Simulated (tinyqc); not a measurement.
From results back to parameters: Gamma, L and X subbands of a thin body with non-parabolic valleys. Four cases, with inputs chosen for the exercise.

Problem. Hard walls; each subband edge rises by e with e (1 + a e) = c (pi/t)^2/m_z, c = hbar^2/2m0. The thickness at which the Gamma and L edges cross was computed from a hidden bulk separation EL.

Constants: hbar^2/2m0 = 3.80998211 eV angstrom^2.

Find: rise of Gamma; rise of L; EL.

Method. At the crossing the rise of Gamma equals EL plus the rise of L.

Case 1.

Values chosen (near those of a thin GaSb channel; the results hold for these values, not for the real material): mG = 0.0383 m0 (Gamma mass); aG = 1.14 1/eV (Gamma non-parabolicity); mzL = 0.2526 m0 (confinement mass of the lowest L group); aS = 0.32 1/eV (non-parabolicity of L and X).

crossing thickness = 129.851 angstrom

Solution.

rise of Gamma = 0.055 eV
rise of L = 0.009 eV
EL = 0.046 eV

Case 2.

Values chosen (near those of a thin GaSb channel; the results hold for these values, not for the real material): mG = 0.0389 m0 (Gamma mass); aG = 1.16 1/eV (Gamma non-parabolicity); mzL = 0.1486 m0 (confinement mass of the lowest L group); aS = 0.42 1/eV (non-parabolicity of L and X).

crossing thickness = 86.339 angstrom

Solution.

rise of Gamma = 0.114 eV
rise of L = 0.033 eV
EL = 0.081 eV

Case 3.

Values chosen (near those of a thin InP channel; the results hold for these values, not for the real material): mG = 0.0783 m0 (Gamma mass); aG = 0.59 1/eV (Gamma non-parabolicity); mzL = 0.2621 m0 (confinement mass of the lowest L group); aS = 0.62 1/eV (non-parabolicity of L and X).

crossing thickness = 18.547 angstrom

Solution.

rise of Gamma = 0.909 eV
rise of L = 0.344 eV
EL = 0.565 eV

Case 4.

Values chosen (near those of a thin GaSb channel; the results hold for these values, not for the real material): mG = 0.0386 m0 (Gamma mass); aG = 1.14 1/eV (Gamma non-parabolicity); mzL = 1.264 m0 (confinement mass of the lowest L group); aS = 0.43 1/eV (non-parabolicity of L and X).

crossing thickness = 132.045 angstrom

Solution.

rise of Gamma = 0.053 eV
rise of L = 0.002 eV
EL = 0.051 eV

Computed by tinyqc, one run a case: `OMP_NUM_THREADS=1 python tinyqc.py N N+1 out.jsonl` with N = 1252151, 1252156, 1252158, 1252176; one thread of a shared Intel(R) Xeon(R) Processor @ 2.30GHz, about 0.03 s a run at most.
